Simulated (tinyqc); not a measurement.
Dielectric confinement in a thin film (image charges): one step. Self-energy across the film. Three cases, with inputs chosen for the exercise.

Question. S at 2z/t = 0, 0.2, 0.4, 0.6, 0.8 and 0.9, summed to n = 399.

A film |z| < t/2 of dielectric constant eps between half-spaces of dielectric constant e2; lam = (eps - e2)/(eps + e2), q = e^2/(4 pi eps0). The self-energy of a band edge is taken with the high-frequency value, e2 = eh, and the field of a fixed ion with the static one, e2 = eo. A charge at z has images lam^|n| at n t + (-1)^n z. Its self-energy is S(z) = (q/2 eps) sum over n >= 1 of lam^n [1/(n t - 2z) + 1/(n t + 2z)] for odd n and 2 lam^n/(n t) for even n; at the centre S(0) = -(q/(eps t)) ln(1 - lam).

Constants: e^2/(4 pi eps0) = 14.39964547 eV angstrom.

Case 1.

Values chosen (out of a larger set: near those of an InGaAs film between layers of HfO2; not measured data):
- t = 32 angstrom (film thickness)
- eps = 13.6 (dielectric constant of the film)
- eh = 4 (high-frequency dielectric constant outside)

Case 2.

Values chosen (out of a larger set: near those of a Si (100) film, two-fold valleys, between layers of a low-k oxide; not measured data):
- t = 56 angstrom (film thickness)
- eps = 11.8 (dielectric constant of the film)
- eh = 2 (high-frequency dielectric constant outside)

Case 3.

Values chosen (out of a larger set: near those of an InGaAs film between layers of a low-k oxide; not measured data):
- t = 86 angstrom (film thickness)
- eps = 13 (dielectric constant of the film)
- eh = 2 (high-frequency dielectric constant outside)

Give: Self-energy.

Answer.

Case 1.

Self-energy:
```
2z/t  z (angstrom)  S (meV)
0.0            0.0    26.09
0.2            3.2    26.85
0.4            6.4    29.56
0.6            9.6    36.32
0.8           12.8    58.32
0.9           14.4   103.22
```

Case 2.

Self-energy:
```
2z/t  z (angstrom)  S (meV)
0.0            0.0    26.99
0.2            5.6    27.64
0.4           11.2    29.99
0.6           16.8    35.81
0.8           22.4    54.72
0.9           25.2    93.25
```

Case 3.

Self-energy:
```
2z/t  z (angstrom)  S (meV)
0.0            0.0    17.02
0.2            8.6    17.43
0.4           17.2    18.86
0.6           25.8    22.42
0.8           34.4    33.96
0.9           38.7    57.48
```

Towards the wall S diverges as (q lam/4 eps)/(distance), an artefact of the abrupt interface that the vanishing envelope makes harmless.

Computed by tinyqc, one run a case: `OMP_NUM_THREADS=1 python tinyqc.py N N+1 out.jsonl` with N = 1280682, 1280753, 1280854; one thread of a shared Intel(R) Xeon(R) Processor @ 2.30GHz, about 0.09 s a run at most.
